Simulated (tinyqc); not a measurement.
# Worked calculation: implanted layer, carriers, mobility and sheet resistance

tinyqc, about 0.01 s, one thread, Intel Xeon 2.30GHz (shared host): `OMP_NUM_THREADS=1 python tinyqc.py 2110143 2110144 out.jsonl` Printed values are rounded.

A p-type layer from the surface x = 0 to the junction xj, N(x) = N0 exp(-(x - Rp)^2/(2 sg^2)). Local neutrality (no depletion at surface or junction, no spilling of carriers), intrinsic carriers neglected, full ionisation of active dopants.

Values chosen for this exercise; values close to those of boron in silicon over an n-type background: temperature T = 500 K; background doping of the opposite type Nb = 2.4e15 cm^-3; peak chemical concentration N0 = 1.4e18 cm^-3; mobility limit at high doping m1 = 46.4 cm^2/(V s); mobility limit at low doping, at 300 K m2 = 482 cm^2/(V s); reference doping of the mobility law Nr = 2.28e17 cm^-3; exponent of the mobility law am = 0.719; temperature exponent of m2 bt = 1.8; solubility limit of active dopant Ns = 2.02e20 cm^-3; straggle after annealing sg = 53 nm; projected range Rp = 48 nm.

Constants: q = 1.602176634e-19 C. Results are converted to the units shown.

## Junction depth and local values

xj = Rp + sg sqrt(2 ln(N0/Nb)); 15 equal steps from 0 to xj. Active dopant A = min(N, Ns); p = A - Nb; mobility mu = m1 + (m2 (T/300 K)^(-bt) - m1)/(1 + ((A + Nb)/Nr)^am).

xj = 237.155 nm

```
point   x (nm)   N (cm^-3)   A (cm^-3)  p (1e18 cm^-3)  mu (cm^2/(V s))
0        0.000  9.29008e17  9.29008e17         0.92661          85.2679
1       15.810  1.16420e18  1.16420e18         1.16180          80.8306
2       31.621  1.33472e18  1.33472e18         1.33232          78.3181
3       47.431  1.39992e18  1.39992e18         1.39752          77.4729
4       63.241  1.34329e18  1.34329e18         1.34089          78.2036
5       79.052  1.17921e18  1.17921e18         1.17681          80.5895
6       94.862  9.47031e17  9.47031e17         0.94463          84.8763
7      110.672  6.95810e17  6.95810e17         0.69341          91.4510
8      126.483  4.67703e17  4.67703e17         0.46530          100.747
9      142.293  2.87609e17  2.87609e17         0.28521          113.004
10     158.103  1.61804e17  1.61804e17         0.15940          127.854
11     173.914  8.32773e16  8.32773e16         0.08088          143.932
12     189.724  3.92119e16  3.92119e16         0.03681          159.032
13     205.535  1.68913e16  1.68913e16         0.01449          171.070
14     221.345  6.65672e15  6.65672e15         0.00426          179.133
15     237.155      2.4e15      2.4e15         0.00000          183.636
```

The mobility runs from 77.5 to 184 cm^2/(V s).

## Sheet quantities by the trapezoid rule

Dose = integral of N, carrier sheet density = integral of p, 1/Rs = q integral of p mu, mean mobility 1/(q Rs sheet density), Hall mobility (unit Hall factor) = integral of p mu^2 over integral of p mu, Hall sheet density = (integral of p mu)^2/integral of p mu^2; all from 0 to xj.

dose = 1.5167e13 cm^-2
carrier sheet density = 1.5110e13 cm^-2
Rs = 4876.5 ohm/square
mean mobility = 84.707 cm^2/(V s)
Hall mobility = 86.598 cm^2/(V s)
Hall sheet density = 1.4780e13 cm^-2

Carriers make up 99.6 % of the dose. A Hall measurement weights the mobile tail, so its sheet density is 2.2 % below the true one. With 4000 steps Rs = 4868 ohm/square; the coarse value is 0.17 % above it.
